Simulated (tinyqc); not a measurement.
# Free and trapped electrons in a MOS channel with a dense trap tail: free and trapped charge against gate voltage

p-type body, charge-sheet picture, full ionisation (an idealisation for deep acceptors), Boltzmann statistics for free electrons. e = Ec - EF at the surface. Acceptor-like traps of density D(E) = D0 + De exp(-E/Ew) at depth E below Ec, from 0 to Eu, hold n_t = integral of D(E)/(1 + exp((e - E)/Vt)). psi = Eg - Vt ln(Nv/Na) - e; N_dep = sqrt(2 eps0 eps_r Na (psi - Vt)/q); n_f = sqrt(N_dep^2 + 2 eps0 eps_r Vt Nc exp(-e/Vt)/q) - N_dep; Vg = Vfb + psi + q (N_dep + n_t + n_f)/Cox, Cox = eps0 eox/tox.

Free share n_f/(n_f + n_t); swing ln 10 n_f/(dn_f/dVg); field-effect mobility mf q (dn_f/dVg)/Cox, for a constant mf; oxide field q (N_dep + n_t + n_f)/(eps0 eox).

Values chosen for this exercise; band and dielectric values close to those of 4H silicon carbide: temperature T = 250 K; band gap Eg = 3.27 eV; relative permittivity eps_r = 9.81; conduction-band density of states at T Nc = 1.27e19 cm^-3; valence-band density of states at T Nv = 1.87e19 cm^-3; relative permittivity of the insulator eox = 3.9; insulator thickness tox = 25 nm; acceptor density Na = 1.8e17 cm^-3; flat-band voltage without trapped charge Vfb = -2.13 V; constant background density of acceptor-like traps D0 = 7.8e10 cm^-2 eV^-1; density of the tail at the conduction edge De = 1.2e13 cm^-2 eV^-1; decay energy of the tail Ew = 0.1 eV; depth below Ec down to which the traps reach Eu = 0.74 eV; mobility of free electrons mf = 100 cm^2/(V s).

Constants: q = 1.602176634e-19 C, kB = 1.380649e-23 J/K, Vt = kB T/q, eps0 = 8.8541878128e-14 F/cm where lengths are in cm. Results are converted to the units shown.

Results:

| Vg (V) | e (eV) | n_f (cm^-2) | n_t (cm^-2) | free share (%) | swing (mV/decade) | field-effect mobility (cm^2/(V s)) | oxide field (MV/cm) |
|---|---|---|---|---|---|---|---|
| 3.6 | 0.2952 | 7.044e5 | 1.017e11 | 6.925e-4 | 117.3 | 0.001604 | 1.142 |
| 4.8 | 0.05405 | 4.862e10 | 7.820e11 | 5.854 | 580.1 | 22.39 | 1.526 |
| 5.4 | 0.01596 | 2.711e11 | 1.029e12 | 20.85 | 1160 | 62.44 | 1.750 |
| 5.9 | -0.001965 | 5.861e11 | 1.123e12 | 34.30 | 1928 | 81.18 | 1.943 |
| 6.5 | -0.01590 | 1.033e12 | 1.175e12 | 46.80 | 3054 | 90.37 | 2.178 |
| 7.1 | -0.02577 | 1.512e12 | 1.201e12 | 55.73 | 4288 | 94.19 | 2.414 |
| 7.7 | -0.03344 | 2.005e12 | 1.216e12 | 62.24 | 5574 | 96.06 | 2.651 |
| 8.3 | -0.03974 | 2.504e12 | 1.226e12 | 67.14 | 6889 | 97.10 | 2.888 |

Estimate the missing row, Vg = 4.2 V.

Computed row:

| Vg (V) | e (eV) | n_f (cm^-2) | n_t (cm^-2) | free share (%) | swing (mV/decade) | field-effect mobility (cm^2/(V s)) | oxide field (MV/cm) |
|---|---|---|---|---|---|---|---|
| 4.2 | 0.1283 | 1.582e9 | 4.055e11 | 0.3885 | 287.1 | 1.472 | 1.315 |

With this row back in the table: n_f reaches 1e11 cm^-2 at Vg = 5.00 V, against 3.98 V without traps. The free share rises from 6.92e-4 to 67.1 % and the field-effect mobility rises from 0.00160 to 97.1 cm^2/(V s), although mf = 100 is constant: in the last row 97.1 % of Cox dVg goes into free electrons. The swing in the first row is 117 mV a decade (Vt ln 10 = 49.6). For Vg = 5.4, 5.9, 6.5, 7.1, 7.7, 8.3 EF lies less than 2 Vt below the band edge, or above it, where degeneracy and confinement, left out, matter.

tinyqc, about 0.02 s, one thread, Intel Xeon 2.30GHz (shared host): `OMP_NUM_THREADS=1 python tinyqc.py 2222147 2222148 out.jsonl`
